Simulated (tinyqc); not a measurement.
Inside a calculation. Model: Haynes-Shockley experiment: drift, diffusion and decay of a minority-carrier pulse. Computed by tinyqc, a small Python program that keeps every step. Command: `OMP_NUM_THREADS=1 python tinyqc.py 3110867 3110868 out.jsonl haynes walk`. One thread of a shared host (Intel(R) Xeon(R) Processor @ 2.30GHz), about 0.01 s of CPU time with the checks. Intermediate numbers are printed to about 6 digits and carried at full precision; extremes and crossings named in words are read from the listed rows.

A thin sheet of excess carriers is made at x = 0, t = 0 in a long uniform bar; injection is low, so the pulse moves with the minority mobility.

Inputs (values chosen for the exercise, modelled on holes in n-type germanium in a lightly doped bar):

| quantity | value | unit |
|---|---|---|
| minority mobility mu | 2100 | cm^2/(V s) |
| lifetime tau | 33 | microsecond |
| temperature T | 330 | K |
| field F | 7.7 | V/cm |
| distance d to the collector | 1.1 | cm |
| second distance d2 | 1.8 | cm |
| injected sheet density N0 | 2.5e+09 | 1/cm^2 |

Constants: k_B = 8.617333262e-05 eV/K.

## Transport coefficients

D = mu k_B T/e, v = mu F. Transit time d/v, diffusion length sqrt(D tau), drift length v tau, Peclet number v d/D = e F d/(k_B T).

D = 59.7181 cm^2/s

drift velocity v = 16170 cm/s

transit time d/v = 68.0272 microsecond

diffusion length = 443.925 micrometre

drift length v tau = 0.53361 cm

Peclet number = 297.849

The pulse must travel 2.06 drift lengths.

## The signal at the collector

dn(x, t) = N0/sqrt(4 pi D t) exp(-(x - v t)^2/(4 D t) - t/tau). At fixed x the signal peaks where d ln(dn)/dt = 0: a t^2 + t/2 - x^2/(4 D) = 0 with a = v^2/(4 D) + 1/tau. The full width at half maximum is found by solving dn(x, t) = peak/2 on both sides of the peak.

time of the peak t_p = 66.8828 microsecond

peak density = 1.43916e+09 1/cm^3

width at half maximum = 12.8328 microsecond

The peak comes 1.7 % before d/v, since spreading and recombination both weaken the later part of the pulse.

## Shape in time

Times are 0.7, 0.8, 0.9, 0.95, 1, 1.05, 1.1, 1.2 and 1.4 t_p.

Signal at d:

| t/t_p | t (microsecond) | dn (1/cm^3) | dn/peak |
|---|---|---|---|
| 0.70 | 46.8180 | 8.73889e+04 | 6.07222e-05 |
| 0.80 | 53.5062 | 3.30019e+07 | 2.29314e-02 |
| 0.90 | 60.1945 | 6.22025e+08 | 4.32214e-01 |
| 0.95 | 63.5387 | 1.17986e+09 | 8.19829e-01 |
| 1.00 | 66.8828 | 1.43916e+09 | 1.00000e+00 |
| 1.05 | 70.2269 | 1.20242e+09 | 8.35504e-01 |
| 1.10 | 73.5711 | 7.24620e+08 | 5.03502e-01 |
| 1.20 | 80.2594 | 1.16292e+08 | 8.08057e-02 |
| 1.40 | 93.6359 | 2.58719e+05 | 1.79771e-04 |

At 0.9 and 1.1 t_p the signal is 0.432 and 0.504 of its peak: the trailing side is the wider one.

## Simple reading of the pulse

With w the full width at half maximum: mu = d/(F t_p); D = (w d)^2/(16 ln2 t_p^3); Einstein ratio D/mu against k_B T/e.

apparent mobility = 2135.93 cm^2/(V s)

apparent D = 60.0540 cm^2/s

apparent D/mu = 28.1161 mV

error of mu = 1.71106 %

error of D = 0.562525 %

The true k_B T/e is 28.44 mV.

## Two distances

Differences remove part of the bias: mu = (d2 - d)/(F (t_p2 - t_p)). The time-integrated signal is A(x) = (N0/u) exp(x (v - u)/(2 D)), u = sqrt(v^2 + 4 D/tau); the simple lifetime is tau = (t_p2 - t_p)/ln(A(d)/A(d2)).

t_p2 = 109.586 microsecond

mobility from two distances = 2128.88 cm^2/(V s)

area ratio A(d)/A(d2) = 3.67982

lifetime from areas = 32.7761 microsecond

Errors: mobility +1.38 % (one distance +1.71 %), lifetime -0.68 %.

## How the errors depend on the field

With w that width: mu = d/(F t_p); D = (w d)^2/(16 ln2 t_p^3). The field is scaled by the factors listed.

Errors of the simple reading:

| factor | F (V/cm) | v d/D | v^2 tau/(4 D) | error of mu (%) | error of D (%) |
|---|---|---|---|---|---|
| 0.5 | 3.85 | 148.92 | 9.03 | 6.06512 | 1.08533 |
| 0.7 | 5.39 | 208.49 | 17.70 | 3.26686 | 0.79360 |
| 1.0 | 7.70 | 297.85 | 36.12 | 1.71106 | 0.56252 |
| 1.5 | 11.55 | 446.77 | 81.27 | 0.83740 | 0.37746 |
| 2.5 | 19.25 | 744.62 | 225.76 | 0.35562 | 0.22717 |
| 4.0 | 30.80 | 1191.40 | 577.95 | 0.17045 | 0.14211 |
| 7.0 | 53.90 | 2084.95 | 1769.96 | 0.07622 | 0.08122 |

The error of mu falls from 6.07 to 0.0762 %. For large v d/D it is about D/(v d) + 2 D/(v^2 tau), here 0.0762 % in the last row: one part from spreading, one from recombination.

Checks made by the program: area of the signal against its closed form (relative difference below 1e-10).
